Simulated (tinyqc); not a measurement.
From results back to parameters: two-level Kane dispersion of a narrow-gap semiconductor. Two cases, with inputs chosen for the exercise.

Problem. In the two-level Kane model E = Eg/2 + sqrt(Eg^2/4 + (2/3) Ep c k^2), c = hbar^2/2m0, and the momentum mass is m(k) = (3/(2 Ep)) sqrt(Eg^2 + (8/3) Ep c k^2). It is given at the Fermi wave vectors kF = (3 pi^2 n)^(1/3) of two densities (1 cm^-3 = 1e-24 angstrom^-3).

Constants: hbar^2/2m0 = 3.80998211 eV angstrom^2.

Case 1.

Values chosen (out of a larger set: near those of grey Sn; not measured data): n12 = (8.1e+15, 2.3e+17) cm^-3 (two densities).

masses at the two densities (m0): 0.02716078  0.03267902

Case 2.

Values chosen (out of a larger set: near those of GaSb; not measured data): n12 = (8e+15, 5.8e+17) cm^-3 (two densities).

masses at the two densities (m0): 0.04163902  0.04737263

Find: kF^2; Ep; edge mass; |Eg|.

Solution.

Case 1.

kF^2 (1/angstrom^2): 3.8601e-05  0.00035928

Ep = 22.2 eV
edge mass = 0.02642 m0
|Eg| = 0.391 eV

m^2 = m0*^2 + (6 c/Ep) kF^2 is a straight line in kF^2: the slope gives Ep, the intercept the edge mass, and |Eg| = (2/3) Ep m0*. The sign of Eg does not enter. For Eg < 0 the edge mass does not depend on Dso, which enters only as EF nears it.

Case 2.

kF^2 (1/angstrom^2): 3.8283e-05  0.00066563

Ep = 28.1 eV
edge mass = 0.04126 m0
|Eg| = 0.773 eV

m^2 = m0*^2 + (6 c/Ep) kF^2 is a straight line in kF^2: the slope gives Ep, the intercept the edge mass, and |Eg| = (2/3) Ep m0*. The sign of Eg does not enter. The two-level form takes Dso as infinite, which overstates the mass where Dso is not large against Eg.

Computed by tinyqc, one run a case: `OMP_NUM_THREADS=1 python tinyqc.py N N+1 out.jsonl` with N = 1050718, 1050779; one thread of a shared Intel(R) Xeon(R) Processor @ 2.30GHz, about 0.01 s a run at most.
